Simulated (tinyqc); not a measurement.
Inside a calculation. Method: Pariser-Parr-Pople SCF with singles CI, for the molecule C=CC=C(Cl)C=C (SMILES; centres numbered as the heavy atoms are written). One step of it, computed by the program tinyqc.

Task: Singles CI, singlets. Over the 9 single excitations with the smallest orbital gaps: A = (e_a - e_i) delta + 2 (ia|jb) - (ij|ab), with (pq|rs) = sum c_mp c_mq gamma_mn c_nr c_ns. f = 2/3 w |mu|^2 in atomic units, mu = sqrt2 sum c_ia sum_m c_mi c_ma R_m.

orbital energies (eV): -14.123230  -12.197577  -11.105417  -8.623624  -2.306527  0.034635  1.666911

coefficients:
```
          MO1        MO2        MO3        MO4        MO5        MO6        MO7
1C   0.059442  -0.298044  -0.402054   0.503051  -0.475000  -0.450919  -0.252931
2C   0.127490  -0.451988  -0.464951   0.252320   0.252105   0.512409   0.416520
3C   0.245433  -0.455269  -0.178884  -0.465506   0.423698  -0.180499  -0.521246
4C   0.428626  -0.303518   0.169886  -0.435059  -0.431493  -0.217907   0.521871
5Cl  0.819785   0.506042  -0.152200   0.170894   0.103950   0.038179  -0.085097
6C   0.227521  -0.322680   0.547539   0.212291  -0.283052   0.512185  -0.395972
7C   0.111544  -0.217447   0.488210   0.450588   0.504170  -0.436182   0.233355
```

repulsion gamma_rs (eV), lower triangle:
```
            1C         2C         3C         4C        5Cl         6C         7C
1C   11.130000
2C    5.345087  11.130000
3C    3.872126   5.346287  11.130000
4C    2.880831   3.872225   5.344264  11.130000
5Cl   2.669513   3.605426   3.978629   5.551486  13.000000
6C    2.343796   2.881443   3.872225   5.346287   3.979477  11.130000
7C    1.946696   2.343832   2.880777   3.872225   3.605711   5.344264  11.130000
```

Centres (angstrom, eV; a flat drawing with bonds scaled to 1.40 angstrom):
```
centre          x          y  core charge z          W   gamma_rr
1C      -3.161000  -0.301000              1  11.160000  11.130000
2C      -1.887000   0.280000              1  11.160000  11.130000
3C      -0.747000  -0.532000              1  11.160000  11.130000
4C       0.527000   0.050000              1  11.160000  11.130000
5Cl      0.660000   1.444000              2  26.000000  13.000000
6C       1.667000  -0.762000              1  11.160000  11.130000
7C       2.941000  -0.180000              1  11.160000  11.130000
```

Give: singlet CI matrix; singlet excitation energies; oscillator strengths.

Result:

singlet CI matrix (eV), lower triangle:
```
         4>5      4>6      3>5      2>5     4>7      3>6     1>5      2>6
4>5   4.1746
4>6   0.0200   5.8325
3>5   0.0373  -0.5331   6.0117
2>5  -0.1224  -0.0857   0.0840   6.5964
4>7  -0.0196   0.0142  -0.0108  -0.5665  7.0667
3>6  -0.0086   0.0105  -0.0285  -0.0523  0.0378   8.3891
1>5  -0.0612  -0.1060   0.1112  -0.2148  0.3802  -0.0356  8.1737
2>6   0.0219  -0.5196  -0.1765  -0.0495  0.0051   0.0278  0.0332   8.8712
3>7  -0.0083   0.2527   0.5525  -0.0172  0.0254   0.0660  0.0125  -0.1475

        3>7
3>7  9.3082
```

singlet excitation energies (eV): 4.1645  5.2420  6.1871  6.4283  7.2621  8.3654  8.3985  8.8950  9.4811

oscillator strengths: 1.5605  0.0236  0.0375  0.0019  0.0558  0.0625  0.2574  0.0016  0.0008
